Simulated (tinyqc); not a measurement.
The fan of levels: Landau levels of massless Dirac electrons.

E_N = sqrt(2N) hv/l for N = 0, 1, 2, ... and the mirror levels below zero; each is fourfold (spin, valley), Zeeman splitting left out; half of level 0 belongs to the electrons.

In a field B along z: l = 1/sqrt((e/hbar) B) is the magnetic length, n_B = B/(h/e) the number of states per area in one level, hbar wc = 2 muB B/m for mass m in m0; 1/angstrom^2 = 1e16/cm^2.

Constants: e/hbar = 1.519267448e-05 1/(T angstrom^2); h/e = 413566.7697 T angstrom^2; muB = 5.788381798e-05 eV/T.

Values chosen for the exercise (out of a larger set: near those of graphene; not measured data): hv = 7.22 eV angstrom (hbar v); Bs = (0.5, 1, 2, 4, 8, 12, 16) T (fields).

The four lowest levels against B, with their labels in order.

Levels (meV):

| B (T) | first | second | third | fourth | order |
|---|---|---|---|---|---|
| 0.500 | 0.00 | 28.14 | 39.80 | 48.74 | 0 1 2 3 |
| 1.00 | 0.00 | 39.80 | 56.28 | 68.93 | 0 1 2 3 |
| 2.00 | 0.00 | 56.28 | 79.60 | 97.49 | 0 1 2 3 |
| 4.00 | 0.00 | 79.60 | 112.57 | 137.87 | 0 1 2 3 |
| 8.00 | 0.00 | 112.57 | 159.19 | 194.97 | 0 1 2 3 |
| 12.0 | 0.00 | 137.87 | 194.97 | 238.79 | 0 1 2 3 |
| 16.0 | 0.00 | 159.19 | 225.14 | 275.73 | 0 1 2 3 |

What does the comparison show?

The fourth level grows as B^0.50 over the first two rows and B^0.50 over the last two (1 for a parabolic band without a fixed offset such as a valley splitting, 1/2 for massless Dirac electrons). The order of the levels does not change. Level 0 stays at zero, and the others stand as sqrt(N).

Run: tinyqc, `OMP_NUM_THREADS=1 python tinyqc.py 1281891 1281892 out.jsonl`; Intel(R) Xeon(R) Processor @ 2.30GHz, one thread, shared host; about 0.01 s of CPU time with all checks.
